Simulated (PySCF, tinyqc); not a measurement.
Inside a calculation. Method: FCI on RHF in the sto-6g basis, for H2, spin multiplicity 1. The lowest restricted solution is unstable here: a spin-polarised one lies 0.0280 hartree lower (PySCF). One step of it, computed by the program tinyqc.

Question. Iteration 3 (converged): orbitals. Diagonalise F' = X^T F X, C = X C', fill 1 alpha and 1 beta electrons from the bottom; D = 2 C_occ C_occ^T. Each column has its largest component positive (the first on a tie).

converged F (hartree):
```
           1H 1s      2H 1s
1H 1s  -0.157409  -0.335608
2H 1s  -0.335608  -0.157409
```

X:
```
               1         2
1H 1s   0.842190  0.621354
2H 1s  -0.842190  0.621354
```

Give: F' = X^T F X; orbital energies; coefficients C; D after iteration 3.

Answer.

F' = X^T F X (hartree):
```
       1       2
1  0.253   0.000
2  0.000  -0.381
```

orbital energies (hartree): MO1 -0.381, MO2 0.253

coefficients C:
```
         MO1     MO2
1H 1s  0.621   0.842
2H 1s  0.621  -0.842
```

D after iteration 3:
```
       1H 1s  2H 1s
1H 1s  0.772  0.772
2H 1s  0.772  0.772
```
